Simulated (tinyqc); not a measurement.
Energy relaxation with and without hot phonons: decay of LO phonons and the hot-phonon bottleneck in the cooling of electrons. Computed by tinyqc, a small Python program. Command: `OMP_NUM_THREADS=1 python tinyqc.py 3008133 3008134 out.jsonl hotphonon walk`. One thread of a shared host (Intel(R) Xeon(R) Processor @ 2.30GHz), about 0.01 s of CPU time with the checks.

n(E, T) = 1/(exp(E/(k_B T)) - 1) is the Bose occupation. Electrons have a temperature T_e; the LO modes within their reach share one occupation N; the decay products stay at the lattice temperature.

Inputs (values chosen for the exercise, modelled on gallium oxide): LO energy hbar omega = 42.8 meV; lifetime at T = 0, tau_0 = 1.6 ps; weight b of the three-phonon channel = 0.056; lattice temperature T = 77 K; electron mass m* = 0.287 m_0; eps_inf = 3.7; static dielectric constant eps_s = 10.2; electron density n = 9.8e+17 1/cm^3; density of LO modes that the electrons reach, N_m = 9.4e+19 1/cm^3.

Decay channel: two equal phonons plus a three-phonon channel.

Constants: k_B = 8.617333262e-05 eV/K; c = 299792458 m/s; e^2/(4 pi eps_0) = 14.39964548 eV angstrom; hbar^2/(2 m_0) = 3.80998212 eV angstrom^2; hbar = 6.582119569e-16 eV s; e = 1.602176634e-19 C; k_B = 1.380649e-23 J/K.

Method:
- Decay rate 1/tau = (1/tau_0) [1 + 2 n_2 + b (1 + 3 n_3 + 3 n_3^2)]/(1 + b), n_2 = n(hbar omega/2), n_3 = n(hbar omega/3).
- Full width Gamma = 1/(2 pi c tau) in 1/cm, c in cm/s.
- Froehlich coupling alpha = (e^2/(4 pi eps_0)) (1/eps_inf - 1/eps_s) k_0/(2 hbar omega), k_0 = sqrt(m* hbar omega/(hbar^2/(2 m_0))); emission time tau_sp = hbar/(2 alpha hbar omega); bottleneck ratio r = (n/N_m) tau/tau_sp.
- Net emission per electron: [(N + 1) x - N]/tau_sp with x = exp(-hbar omega/(k_B T_e)), a simple two-level balance; steady state of the modes: n [(N + 1) x - N]/tau_sp = N_m (N - N_0)/tau; power per electron P = hbar omega [(N + 1) x - N]/tau_sp.
- P(T_e) = (hbar omega/tau_sp) [(N_0 + 1) x - N_0]/[1 + r (1 - x)], and r = 0 without hot phonons; energy relaxation time tau_E = (3/2) k_B (T_e - T)/P.

emission time tau_sp = 4.67413 fs

equilibrium LO occupation N_0 = 0.00158254

bottleneck ratio r = 3.23803

phonon lifetime tau = 1.45173 ps

Cooling:
```
T_e (K)  P, cold phonons (nW)  P, hot phonons (nW)   ratio  tau_E (ps)          N
107                    11.844               2.8154  4.2068     0.22068  0.0077964
157                    59.799               14.581  4.1011     0.11362   0.033765
227                    162.46               41.926  3.8749    0.074094   0.094119
377                    391.21               116.06  3.3708    0.053532    0.25774
577                    618.98               215.76  2.8689    0.047993    0.47779
877                    831.71               346.53  2.4001    0.047810    0.76642
1380                   1022.9               516.97  1.9787    0.052198     1.1426
2080                   1155.0               684.29  1.6878    0.060620     1.5119
```

Reabsorption cuts the loss by a factor 4.21 at the lowest T_e and 1.69 at the highest; the factor is 1 + r (1 - x) with r = 3.24. tau_E runs from 0.22 to 0.061 ps, with its shortest value, 0.048 ps, at T_e = 877 K, against tau_sp = 4.7 fs and a phonon lifetime of 1.5 ps. Pauli blocking is left out, as are upper valleys and non-parabolic bands, which can matter above about 1000 K. Caution: alpha is above 1/2, so hbar/tau_sp exceeds hbar omega and the emission time, a weak-coupling result, is only rough.

Extremes, crossings and ranges named in words are read from the listed rows.
